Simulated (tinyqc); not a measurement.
## Donor binding, ionisation and the Mott limit: ionisation against doping

Hydrogenic donor: Ry = (m0 q^3/(8 eps0^2 h^2)) me/eps_r^2 in eV, E0 = cc Ry, radius a = q/(8 pi eps0 eps_r E0), Mott density Nm = (0.26/a)^3. Below Nm the level sinks as Ed = E0 [1 - (N/Nm)^(1/3)]. Neutrality: Nc F12(eta) = N/(1 + 2 exp(eta + Ed/kB T)), F12(x) = (2/sqrt(pi)) int_0^infinity sqrt(u)/(1 + exp(u - x)) du.

The neutrality equation is solved with F12 in each row.

Inputs (values chosen for the exercise); band and dielectric values close to those of gallium arsenide: temperature T = 300 K; relative permittivity eps_r = 13.1; mass in the hydrogenic formula, set independently of Nc me = 0.0673 m0; conduction-band density of states at 300 K Nc = 4.43e17 cm^-3; ratio of the true binding energy to the hydrogenic one cc = 1.

Constants: q = 1.602176634e-19 C, kB = 1.380649e-23 J/K, eps0 = 8.8541878128e-12 F/m, h = 6.62607015e-34 J s, m0 = 9.1093837015e-31 kg, Vt = kB T/q. Results are converted to the units shown.

Ionisation against doping:
```
N (cm^-3)       N/Nm  Ed (meV)  ionised (%)  ionised with Ed = E0 (%)
6.6e12     4.1039e-4    4.9392       99.996                    99.996
1.9e13     0.0011814    4.7717       99.990                    99.989
5.5e13     0.0034199    4.5318       99.970                    99.969
1.6e14     0.0099488    4.1881       99.915                    99.911
4.6e14      0.028603    3.7039       99.761                    99.746
1.3e15      0.080834    3.0287       99.348                    99.288
3.8e15       0.23628    2.0371       98.204                    97.970
1.1e16       0.68398   0.63453       95.335                    94.503
```

The ionised share falls from 100 to 95.3 %, against 100 to 94.5 % for a fixed level: a higher density raises EF against the level, which fills more donors, while the sinking Ed works the other way.

Range of the model: A sharp level with degeneracy 2 overstates freeze-out near Nm, where the impurity band broadens and merges with the conduction band.

Numbers from tinyqc (`OMP_NUM_THREADS=1 python tinyqc.py 2330138 2330139 out.jsonl`; about 0.01 s on one thread of a shared Intel Xeon 2.30GHz).
